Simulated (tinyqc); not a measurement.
k.p values derived from sp3s* tight binding at Gamma: one step. Electron mass.

At Gamma the states are two-level mixtures: s-like S+ (upper) and S- (lower) from [[Esa, Vss], [Vss, Esc]], p-like P- (valence) and P+ from [[Epa, Vxx], [Vxx, Epc]], and the bare s* levels. With real k in 1/angstrom and kz = 0, the phase sums over the four bonds are g0 = 1 - (a k/4)^2/2, g1 = i a kx/4, g3 = -(a/4)^2 kx ky to second order. Each mixture is written (anion, cation) with the anion part positive. c = hbar^2/2m0. No spin-orbit coupling.

Constants: hbar^2/2m0 = 3.80998211 eV angstrom^2.

Parameters, chosen for this exercise (out of a larger set: near a published set for AlAs, fitted to gaps, whose masses and valley positions are rough; not measured data): a = 5.656 angstrom (lattice constant); Vss = -6.566 eV (s-s).

States:
```
state      E (eV)  anion part  cation part
S-     -11.642147   0.8475108    0.5307781
P-      -0.015539   0.8845387   -0.4664668
S+       2.954147   0.5307781   -0.8475108
P+       4.550539   0.4664668    0.8845387
```

Couplings:
```
pair       P (eV angstrom)  E(first) - E(second) (eV)
S+ to P-         -7.645716                   2.969686
S+ to P+          0.260485                  -1.596392
S- to P-          0.851131                 -11.626608
s*a to P-        -3.026172                   7.582539
s*c to P-         6.268697                   6.728539
```

Problem. m0/m = [<S+|d2H/dkx^2|S+>/2 + sum P^2/(E(S+) - E(P))]/c over P- and P+, with the direct term -(a/4)^2 sa sc Vss.

Give: parts of m0/m; mass.

Solution.

parts of m0/m: direct -1.550, from P- 5.167, from P+ -0.011

mass = 0.2774 m0

The valence band supplies 143 % of m0/m; the direct term, which stands in for the free-electron 1, is -1.55. S+ is not the lowest valley of AlAs; this is the mass of the Gamma level.

Program tinyqc; command `OMP_NUM_THREADS=1 python tinyqc.py 1482173 1482174 out.jsonl`; about 0.01 s on one thread of a shared Intel(R) Xeon(R) Processor @ 2.30GHz.
